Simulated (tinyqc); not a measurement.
# Long-channel MOSFET, surface-potential model: transfer curve from weak to strong inversion

n-channel transistor on a uniformly doped p-type body, gradual-channel approximation, constant mobility, Boltzmann statistics, full ionisation. Potentials are counted from the neutral body; V is the electron quasi-Fermi potential, Vsb at the source and Vsb + Vds at the drain. Charges are magnitudes per area.

ni = sqrt(Nc Nv) exp(-Eg/(2 Vt)), Eg in volts; phiF = Vt ln(Na/ni); Cox = eps0 eox/tox; gamma = sqrt(2 q eps0 eps_r Na)/Cox. The surface potential psi at channel potential V solves Vgs + Vsb - Vfb - psi = gamma sqrt(G), G = psi - Vt + Vt exp((psi - 2 phiF - V)/Vt). Charge sheet: Qi = Cox gamma [sqrt(G) - sqrt(psi - Vt)]; I = mu (W/L) [integral of Qi dpsi from psi_0 to psi_L (drift) + Vt (Qi0 - QiL) (diffusion)], with psi_0 at V = Vsb and psi_L at V = Vsb + Vds. Pao-Sah: Qi(V) = (Cox gamma/2) integral from 3 Vt to psi of exp((u - 2 phiF - V)/Vt)/sqrt(G(u, V)) du, and I = mu (W/L) integral of Qi dV from Vsb to Vsb + Vds. Square law: VT = Vfb + 2 phiF + gamma sqrt(2 phiF + Vsb), m = 1 + gamma/(2 sqrt(2 phiF + Vsb)), I = mu Cox (W/L) [(Vgs - VT) v - m v^2/2] with v the smaller of Vds and (Vgs - VT)/m, and zero below VT. gm = dI/dVgs of the charge-sheet current.

Values chosen for this exercise; material values those of a made-up semiconductor:
```
symbol,value,unit,meaning
T,300,K,temperature
Eg,1.28,eV,band gap
eps_r,16.1,,relative permittivity of the semiconductor
Nc,4.72e17,cm^-3,conduction-band density of states at T
Nv,1.09e19,cm^-3,valence-band density of states at T
Na,1.3e17,cm^-3,acceptor density of the body
eox,24.9,,relative permittivity of the gate insulator
tox,140,nm,insulator thickness
Vfb,-0.9,V,flat-band voltage
mu,220,cm^2/(V s),channel mobility
W,2,um,gate width
L,2,um,gate length
Vsb,0.3,V,source-body reverse bias
Vds,2,V,drain-source voltage
```

Constants: q = 1.602176634e-19 C, kB = 1.380649e-23 J/K, Vt = kB T/q, eps0 = 8.8541878128e-14 F/cm where lengths are in cm. Results are converted to the units shown.

Transfer curve from weak to strong inversion:
```
Vgs (V)  I, charge sheet (uA)  I, Pao-Sah (uA)  drift share (%)  gm/I (1/V)  I, square law (uA)
1.88                 2.033e-4         2.054e-4           0.2600       22.73                   0
2.05                 0.009055         0.009143            9.642       20.91                   0
2.23                   0.1658           0.1675            51.47       11.35              0.2242
2.4                    0.7128           0.7202            72.34       6.525               1.050
2.58                    1.847            1.866            81.79       4.331               2.588
2.75                    3.491            3.525            86.41       3.253               4.666
2.93                    5.864            5.921            89.37       2.564               7.530
3.1                     8.722            8.804            91.21       2.132               10.86
3.28                    12.42            12.53            92.59       1.808               15.05
```

What does the comparison show?

The charge-sheet current rises from 2.03e-4 to 12.4 uA. In the first row gm/I is 22.7 1/V, a swing of 101 mV a decade, against Vt ln 10 = 59.5 mV a decade for an ideal gate; in the last it is 1.81 1/V. Drift passes half of the current at Vgs = 2.23 V among the rows listed (VT = 2.08 V). The charge sheet departs most from Pao-Sah at Vgs = 2.4 V, where it is 1.0 % below it. In the last row the square law is 20 % above Pao-Sah. For Vgs = 2.23 to 3.28 V the surface electron density at the source passes 0.3 Nc, where degeneracy and quantisation, left out here, matter.

tinyqc, about 0.05 s, one thread, Intel Xeon 2.30GHz (shared host): `OMP_NUM_THREADS=1 python tinyqc.py 2360137 2360138 out.jsonl`
